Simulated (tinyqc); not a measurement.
Five-level k.p model folded onto the conduction band: one step. Exact folding onto c. Three cases, with inputs chosen for the exercise.

Task: Solve E = H_cc + S(E), S(E) = sum_j H_cj^2/(E - H_jj), from E = H_cc, by plain substitution and by Newton steps on E - H_cc - S(E). The weight of c in the state is Z = 1/(1 - dS/dE). The exact level is the third eigenvalue of H from below.

Case 1.

H (eV):
```
               c         lh          so      G8 up      G7 up
c      0.2326605  0.0693851   0.0490627  0.0336387  0.0237862
lh     0.0693851          0           0          0          0
so     0.0490627          0  -0.8170000          0          0
G8 up  0.0336387          0           0  3.4600000          0
G7 up  0.0237862          0           0          0  3.1200000
```

Case 2.

H (eV):
```
               c         lh          so      G8 up      G7 up
c      0.4200000  0.1474527   0.1042648  0.0653237  0.0461908
lh     0.1474527          0           0          0          0
so     0.1042648          0  -0.3900000          0          0
G8 up  0.0653237          0           0  4.7000000          0
G7 up  0.0461908          0           0          0  4.5500000
```

Case 3.

H (eV):
```
               c         lh          so      G8 up      G7 up
c      1.6732534  0.3921752   0.2773097  0.1132112  0.0800524
lh     0.3921752          0           0          0          0
so     0.2773097          0  -0.9140000          0          0
G8 up  0.1132112          0           0  5.5900000          0
G7 up  0.0800524          0           0          0  5.3100000
```

Give: Iterates (eV); exact level; Z.

Result:

Case 1.

Iterates (eV):

| step | substitution | Newton |
|---|---|---|
| 0 | 0.23266 | 0.23266 |
| 1 | 0.25510 | 0.25322 |
| 2 | 0.25323 | 0.25336 |
| 3 | 0.25337 | 0.25336 |
| 4 | 0.25336 | 0.25336 |
| 5 | 0.25336 | 0.25336 |
| 6 | 0.25336 | 0.25336 |
| 7 | 0.25336 | 0.25336 |

exact level = 0.25336 eV
Z = 0.9283

Substitution multiplies the error by about dS/dE = 1 - 1/Z = -0.077 a step, so it alternates; after 7 steps it is off by 3.7e-10 eV, while Newton is within 1e-5 eV from step 2 on.

Case 2.

Iterates (eV):

| step | substitution | Newton |
|---|---|---|
| 0 | 0.42000 | 0.42000 |
| 1 | 0.48367 | 0.47585 |
| 2 | 0.47586 | 0.47663 |
| 3 | 0.47671 | 0.47663 |
| 4 | 0.47662 | 0.47663 |
| 5 | 0.47663 | 0.47663 |
| 6 | 0.47663 | 0.47663 |
| 7 | 0.47663 | 0.47663 |

exact level = 0.47663 eV
Z = 0.9005

Substitution multiplies the error by about dS/dE = 1 - 1/Z = -0.111 a step, so it alternates; after 7 steps it is off by 1.3e-08 eV, while Newton is within 1e-5 eV from step 2 on.

Case 3.

Iterates (eV):

| step | substitution | Newton |
|---|---|---|
| 0 | 1.67325 | 1.67325 |
| 1 | 1.78986 | 1.78246 |
| 2 | 1.78243 | 1.78285 |
| 3 | 1.78288 | 1.78285 |
| 4 | 1.78285 | 1.78285 |
| 5 | 1.78285 | 1.78285 |
| 6 | 1.78285 | 1.78285 |
| 7 | 1.78285 | 1.78285 |

exact level = 1.78285 eV
Z = 0.9431

Substitution multiplies the error by about dS/dE = 1 - 1/Z = -0.060 a step, so it alternates; after 7 steps it is off by 3.4e-10 eV, while Newton is within 1e-5 eV from step 2 on.

Computed by tinyqc, one run a case: `OMP_NUM_THREADS=1 python tinyqc.py N N+1 out.jsonl` with N = 1051042, 1051106, 1051251; one thread of a shared Intel(R) Xeon(R) Processor @ 2.30GHz, about 0.01 s a run at most.
